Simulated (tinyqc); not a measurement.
## Programming of a floating-gate cell by Fowler-Nordheim tunnelling: effect of the gate voltage

Per tunnel area the floating gate has Ctun = 3.9 eps0/tox to the channel (0 V) and Ccg to the control gate, Ct = Ctun/(1 - ag), no other coupling. With the threshold shift U = -Q/Ccg the field is F = ag (Vg - U)/tox, and dU/dt = J/Ccg. Fowler-Nordheim: J = A F^2 exp(-B/F), A = q^2/(16 pi^2 hbar mo phi) (times 1e14 for A/cm^2 with F in V/nm, emitter mass m0), B = (4/3) sqrt(mo/C) phi^1.5, C = hbar^2/(2 m0).

After 1e-5 s. Exact: exp(B/F(t)) = exp(B/F(0)) + K t, K = A B ag/(Ccg tox), and U = Vg - tox F/ag.

Inputs (values chosen for the exercise); oxide values close to those of silicon dioxide:

| symbol | value | unit | meaning |
|---|---|---|---|
| phi | 3.11 | eV | tunnel barrier |
| mo | 0.42 | m0 | tunnelling mass |
| tox | 9.9 | nm | tunnel oxide thickness |
| ag | 0.67 |  | coupling ratio Ccg/Ct |
| Vt0 | -0.6 | V | threshold shift at the start |

Constants: q = 1.602176634e-19 C, hbar = 1.054571817e-34 J s, m0 = 9.1093837015e-31 kg, eps0 = 8.8541878128e-14 F/cm where lengths are in cm, hbar^2/(2 m0) = 0.0380998212 eV nm^2. Results are converted to the units shown.

Effect of the gate voltage:

| Vg (V) | F (V/nm) | J (A/cm^2) | U (V) |
|---|---|---|---|
| 15.6 | 1.0718 | 0.019691 | -0.23742 |
| 16.2 | 1.0911 | 0.030417 | 0.078410 |
| 16.9 | 1.1043 | 0.040668 | 0.58310 |
| 17.5 | 1.1102 | 0.046270 | 1.0949 |
| 18.1 | 1.1134 | 0.049545 | 1.6477 |
| 18.7 | 1.1151 | 0.051374 | 2.2226 |
| 19.4 | 1.1162 | 0.052509 | 2.9075 |
| 20 | 1.1166 | 0.053028 | 3.5006 |
| 20.6 | 1.1169 | 0.053327 | 4.0967 |

What does the table show?

U rises from -0.237 to 4.10 V, by 0.53 V a volt between the first two rows and 0.993 between the last two: once K t exceeds exp(B/F(0)) the final field, 1.12 V/nm, no longer depends on Vg. In 6 of the 9 rows the starting field exceeds 12 MV/cm, where the oxide would wear out or break down quickly.

Range of the model: Programming fields of 10 MV/cm and more wear the oxide; trapping and the channel potential are ignored.

Computed by the program tinyqc: `OMP_NUM_THREADS=1 python tinyqc.py 2130063 2130064 out.jsonl`, one thread of a shared Intel Xeon 2.30GHz, about 0.01 s for the whole run.
